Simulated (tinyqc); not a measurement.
Inside a calculation: three-band (Emery) model of a CuO2 plane downfolded to one band. Values are carried at full precision from step to step, so a last printed digit may differ when a step is redone from the rounded ones.

Electron picture, d at 0 and the oxygen p orbitals at -D; sx = sin(kx a/2), sy = sin(ky a/2). H = [[0, 2 tpd sx, -2 tpd sy], [., -D, -4 tpp sx sy], [., ., -D]], real and symmetric. The top (antibonding) band crosses the Fermi level.

Parameters, chosen for this exercise (of the size used for cuprate planes; the results hold for these values, not for the real material): D = 3.8 eV (ed - ep); tpd = 1.26 eV (d-p hopping); tpp = 0.64 eV (p-p hopping); k = (0.55, 0.47) pi/a (wave vector).

## H at one k

Fill in the matrix.

sx, sy: 0.76041  0.67301

H (eV), lower triangle:
```
          d       px       py
d         0
px   1.9162  -3.8000
py  -1.6960  -1.3101  -3.8000
```

## Exact levels

Diagonalise.

levels (eV): -5.1193  -4.0798  1.5991

weights of the top band: d 0.7190, px 0.1509, py 0.1301

## Loewdin downfolding onto d

h(E) = H_dd + V (E - H_pp)^-1 V^T with V = H_dp. The level solves E = h(E). Newton: start at E = 0, set Z = 1/(1 - dh/dE) = 1/(1 + |(E - H_pp)^-1 V^T|^2) and E(new) = E + Z (h - E); stop when the step is below 1e-9 eV.

Iterations:

| i | E (eV) | h(E) (eV) | Z |
|---|---|---|---|
| 0 | 0.00000 | 2.62496 | 0.4870 |
| 1 | 1.27843 | 1.73509 | 0.6849 |
| 2 | 1.59120 | 1.60222 | 0.7183 |
| 3 | 1.59912 | 1.59912 | 0.7190 |
| 4 | 1.59912 | 1.59912 | 0.7190 |

The first value, h(0) = 2.6250 eV, is the energy-independent downfolding; the root is 1.5991 eV, so h(0) is 64 % too high. The final Z is the d weight of the state.

## Hoppings of the top band

One-band form E = e0 - 2t (cos kx + cos ky) - 4t' cos kx cos ky - 2t'' (cos 2kx + cos 2ky) - 4t''' (cos 2kx cos ky + cos kx cos 2ky), k in 1/a. Each hopping is minus the mean of E cos(m kx) cos(n ky) over a 12 x 12 mesh, k = (j + 1/2) 2 pi/12.

Fourier coefficients of the exact top band.

e0, t, t', t'', t''' (eV): 1.4687  0.3750  -0.0300  0.0225  -0.0015

t'/t = -0.080

## The one-band model at k

Evaluate the one-band form at k with e0 and t alone, with t' added, and with all four hoppings.

E (eV): (t alone) 1.5154, (t and t') 1.5136, (all four) 1.6010

The three-band value is 1.5991 eV.

## Checks

- Top level at (1,1) against the root of E (E + D - 4 tpp) = 8 tpd^2: both 2.99735.

Computed by tinyqc, a small Python program: `OMP_NUM_THREADS=1 python tinyqc.py 1451183 1451184 out.jsonl` (the numbers bound the seed that draws the inputs); one thread of a shared host (Intel(R) Xeon(R) Processor @ 2.30GHz), about 0.05 s for the whole set of steps.
